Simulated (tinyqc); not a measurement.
Inside a calculation. Model: resistance of a tapered via with liner, size effect and interface.

Numbers from tinyqc (`OMP_NUM_THREADS=1 python tinyqc.py 2750101 2750102 out.jsonl`; about 0.01 s on one thread of a shared Intel Xeon 2.30GHz). Printed values are rounded.

A round via whose diameter grows from db at the bottom as D(z) = db + 2 z/tan(ang). The fill, of diameter D - 2 tl, starts above the bottom liner (thickness fb tl) and has rho = rho0 (1 + ks lam/(D - 2 tl)); the sidewall liner conducts in parallel with it. The bottom liner and the interface are crossed over the full area pi db^2/4. Spreading in the lines above and below is left out.

Inputs (values chosen for the exercise); fill metal close to cobalt:
- db = 35 nm (diameter at the bottom)
- hv = 110 nm (height)
- ang = 88 degrees (sidewall angle)
- rho0 = 6.36 uohm cm (bulk resistivity of the fill)
- lam = 11.4 nm (mean free path of the fill)
- ks = 1 (size-effect factor)
- tl = 1.1 nm (liner on the sidewall)
- fb = 0.7 (liner at the bottom over that on the sidewall)
- rl = 200 uohm cm (resistivity of the liner)
- ri = 6e-12 ohm cm^2 (interface resistivity at the bottom)
- Sb = 1e15 S/m^2 (ballistic conductance per area, about 3/(4 rho0 lam))

## Slices of the via

Slices between z0 = fb tl and hv, evaluated at their midpoints: conductance per length pi/4 [(D - 2 tl)^2/rho + (D^2 - (D - 2 tl)^2)/rl], slice resistance = slice height over that. 9 slices.

```
slice	z (nm)	D (nm)	rho (uohm cm)	slice resistance (ohm)
0	6.83833	35.4776	8.53876	1.18461
1	18.9750	36.3252	8.48464	1.11956
2	31.1117	37.1729	8.43315	1.05966
3	43.2483	38.0205	8.38409	1.00439
4	55.3850	38.8682	8.33730	0.953289
5	67.5217	39.7158	8.29262	0.905950
6	79.6583	40.5635	8.24992	0.862016
7	91.7950	41.4111	8.20907	0.821171
8	103.932	42.2587	8.16994	0.783134
```

## Total resistance

R_fill = sum of the slices; R_bottom = rl fb tl/(pi db^2/4); R_interface = ri/(pi db^2/4); ballistic (Sharvin) limit 1/(Sb pi (db - 2 tl)^2/4); ideal cylinder rho0 hv/(pi db^2/4).

parts (ohm): fill 8.69378, bottom liner 1.60064, interface 0.623628
R = 10.9180 ohm
shares (%): fill 79.6276, bottom liner 14.6605, interface 5.7119
ballistic limit = 1.18348 ohm
ideal cylinder = 7.27150 ohm

The fill is the largest part, and R is 1.50 times the ideal cylinder. With 2000 slices R = 10.920 ohm.
